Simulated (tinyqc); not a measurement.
Inside a calculation. Method: coherent transport through a tight-binding region between two chains. Computed by tinyqc, a small Python program that keeps every step. Settings: temperature = 300, mu = 0.45. Command: `OMP_NUM_THREADS=1 python tinyqc.py 30358 30359 out.jsonl` (the two numbers bound the seeds that draw the settings). One thread of a shared host (Intel(R) Xeon(R) Processor @ 2.60GHz), about 0.07 s of CPU time with the checks.

## Transmission at E = 0.88 eV

H of the central region (eV):
```
,1,2,3,4,5
1,0.000000,-1.400000,0.000000,0.000000,0.000000
2,-1.400000,0.000000,-0.820000,0.000000,0.000000
3,0.000000,-0.820000,0.000000,-1.400000,0.000000
4,0.000000,0.000000,-1.400000,0.000000,-0.670000
5,0.000000,0.000000,0.000000,-0.670000,0.000000
```

Leads: semi-infinite chains with site energy 0:
```
parameter,value
lead hopping t (eV),2.640000
coupling to the left lead (eV),1.490000
coupling to the right lead (eV),0.280000
left contact site,1
right contact site,5
```

E = 0.880000 eV

Surface Green function g = (E - i sqrt(4 t^2 - E^2)) / (2 t^2); self-energy tc^2 g on each contact site; G = (E - H - Sigma)^(-1); Gamma = -2 Im Sigma; T = Gamma_L Gamma_R |G_LR|^2; local density of states -Im G_ii / pi.

g = 0.063131-0.373490i 1/eV

G (1/eV):
```
,1,2,3,4,5
1,-0.563150-0.409679i,0.769245+0.550038i,0.135945+0.109167i,-0.536009-0.390784i,0.419948+0.285159i
2,0.769245+0.550038i,-0.080741-0.746277i,-0.007184-0.138207i,0.051807+0.523978i,-0.053033-0.399419i
3,0.135945+0.109167i,-0.007184-0.138207i,-0.224390-0.038063i,0.859539+0.104875i,-0.660071-0.058212i
4,-0.536009-0.390784i,0.051807+0.523978i,0.859539+0.104875i,-0.570626-0.372823i,0.445964+0.270536i
5,0.419948+0.285159i,-0.053033-0.399419i,-0.660071-0.058212i,0.445964+0.270536i,0.793510-0.233694i
```

local density of states (1/eV): 0.130405  0.237547  0.012116  0.118673  0.074387

transmission = 0.025025

## Transmission across the band

The same steps on a grid of energies.

T(E):
```
E (eV),T
-5.01600000,2.53e-09
-4.51440000,2.23e-08
-4.01280000,1.32e-07
-3.51120000,8.42e-07
-3.00960000,0.000007
-2.50800000,0.000112
-2.00640000,0.009534
-1.50480000,0.027175
-1.00320000,0.029627
-0.50160000,0.029099
0.00000000,0.855724
0.50160000,0.029099
1.00320000,0.029627
1.50480000,0.027175
2.00640000,0.009534
2.50800000,0.000112
3.00960000,0.000007
3.51120000,8.42e-07
4.01280000,1.32e-07
4.51440000,2.23e-08
5.01600000,2.53e-09
```

levels of the isolated region (eV): -1.916788  -1.169283  0.000000  1.169283  1.916788

## Current

I = (2e/h) int T(E) [f(E - mu - V/2) - f(E - mu + V/2)] dE at 300 K with mu = 0.45 eV, the bias not changing H; 2e^2/h = 77.48092 microsiemens; the integral runs over the band on 4001 points.

Current:
```
V (volt),I (microampere)
0.010000,0.026255
0.050000,0.131573
0.100000,0.265017
0.200000,0.545712
0.400000,1.244806
0.800000,5.564670
```
